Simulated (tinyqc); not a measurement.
Electron mobility in a silicon inversion layer, empirical terms and Matthiessen rule: two steps of the calculation.

Inversion layer of sheet density Ns on a uniformly doped body. The mobility terms are empirical power laws with prefactors chosen for the exercise; adding their inverses (Matthiessen) is itself an approximation.

Inputs (values chosen for the exercise); material values close to those of silicon: temperature T = 300 K; band gap Eg = 1.12 eV; relative permittivity of the semiconductor eps_r = 11.7; conduction-band density of states at T Nc = 2.75e19 cm^-3; valence-band density of states at T Nv = 2.68e19 cm^-3; body doping Nb = 6.5e17 cm^-3; reverse body bias Vsb = 0 V; weight of the inversion charge in the effective field eta = 0.5; phonon-limited mobility at 1 MV/cm and 300 K Ap = 394 cm^2/(V s); roughness-limited mobility at 1 MV/cm As = 801 cm^2/(V s); exponent of the roughness term gs = 2; Coulomb prefactor Ac = 3200 cm^2/(V s); charge at the interface Nit = 6.6e10 cm^-2; inversion density Ns = 1.8e12 cm^-2; ratio W/L WL = 1; drain voltage Vd = 0.02 V; measured linear current I = 1.54 uA.

Constants: q = 1.602176634e-19 C, kB = 1.380649e-23 J/K, Vt = kB T/q, eps0 = 8.8541878128e-14 F/cm where lengths are in cm. Results are converted to the units shown.

Task 1. Depletion charge and effective field. ni = sqrt(Nc Nv) exp(-Eg/(2 Vt)), Eg in volts; Ndep = sqrt(2 eps0 eps_r Nb (2 Vt ln(Nb/ni) + Vsb)/q); E = q (Ndep + eta Ns)/(eps0 eps_r), in MV/cm.

Give: ni; Ndep; E.

Result 1.

ni = 1.062e10 cm^-3
Ndep = 2.791e12 cm^-2
E = 0.5709 MV/cm

The depletion charge gives 75.6 % of the field.

Task 2. Inversion density for the measured current. I = (W/L) q Ns mu Vd. E = q (Ndep + eta Ns)/(eps0 eps_r) in MV/cm. With t = T/(300 K): muC = Ac (Ns/1e12 cm^-2) t/(Nb/1e17 cm^-3 + Nit/1e11 cm^-2), muP = Ap E^(-1/3) t^(-1.75), muS = As E^(-gs); 1/mu is the sum of the inverses. Ns(new) = I/((W/L) q mu Vd).

Ns after iteration 1 = 1.6958893e12 cm^-2
Ndep = 2.7914653e12 cm^-2

Give: E; mu; Ns after iteration 2.

Result 2.

E = 0.5629 MV/cm
mu = 262.4 cm^2/(V s)
Ns after iteration 2 = 1.831e12 cm^-2

Computed by the program tinyqc: `OMP_NUM_THREADS=1 python tinyqc.py 2510065 2510066 out.jsonl`, one thread of a shared Intel Xeon 2.30GHz, about 0.01 s for the whole run.
